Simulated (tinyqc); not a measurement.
Scan in temperature at fixed frequency: admittance spectroscopy and thermally stimulated current of one trap level in a depletion layer. Computed by tinyqc, a small Python program. Command: `OMP_NUM_THREADS=1 python tinyqc.py 3113812 3113813 out.jsonl admit walk`. One thread of a shared host (Intel(R) Xeon(R) Processor @ 2.30GHz), about 0.01 s of CPU time with the checks.

A Schottky junction on n-type material holds one donor-like electron trap; shallow donors are fully ionised and abrupt depletion edges are assumed.

Inputs (values chosen for the exercise, modelled on n-type 4H-SiC): dielectric constant eps = 9.71; density-of-states mass m = 0.769 m_0; shallow doping N = 3.5e+16 1/cm^3; trap density N_t = 6e+15 1/cm^3; trap depth E_t below the band = 0.213 eV; capture cross section sigma = 6.6e-17 cm^2; band bending V_b = 1.4 V; test frequency f = 800000 Hz.

Constants: k_B = 1.380649e-23 J/K; m_0 = 9.1093837015e-31 kg; h = 6.62607015e-34 J s; k_B = 8.617333262e-05 eV/K; eps_0 = 8.8541878128e-12 F/m; e = 1.602176634e-19 C.

Method:
- N_c = 2 (2 pi m k_B T/h^2)^(3/2), v_th = sqrt(3 k_B T/m), emission rate e_n = sigma v_th N_c exp(-E_t/(k_B T)).
- Where the level crosses the Fermi level capture equals emission, so the trap follows the signal with the rate 2 e_n; G/omega peaks at omega = 2 e_n (the correction for large N_t/N is left out).
- Solve 2 e_n(T_p) = 2 pi f.
- With E_c - E_F = k_B T_p ln(N_c/N): lambda = sqrt(2 eps eps_0 (E_t - (E_c - E_F))/(e^2 N)); traps are empty and charged for x < x_t = w - lambda, and V_b = e (N w^2 + N_t x_t^2)/(2 eps eps_0). High frequency: C_hf = eps eps_0/w. Low frequency: C_lf = eps eps_0 (N + N_t)/(N w + N_t x_t).
- With x = omega/(2 e_n): C = C_hf + (C_lf - C_hf)/(1 + x^2), G/omega = (C_lf - C_hf) x/(1 + x^2); C_hf and C_lf are held at their values at T_p.

peak temperature T_p = 287.410 K

C_hf = 43.6037 nF/cm^2

C_lf = 45.0560 nF/cm^2

Admittance:
```
T (K)  omega/(2 e_n)  C (nF/cm^2)  G/omega (nF/cm^2)
252.9         4.1762       43.682            0.32889
264.4         2.4977       43.804            0.50112
273.0         1.7451       43.963            0.62647
281.7         1.2392       44.176            0.70974
287.4         1.0004       44.330            0.72613
293.2         0.8108       44.480            0.71045
301.8         0.6018       44.670            0.64163
313.3         0.4135       44.844            0.51280
327.6         0.2680       44.959            0.36311
```

The peak of G/omega is half the step, 0.726 nF/cm^2. Its full width is near 2 ln(2 + sqrt3) k_B T_p^2/(E_t + 2 k_B T_p) = 71.4 K.

Extremes, crossings and ranges named in words are read from the listed rows.
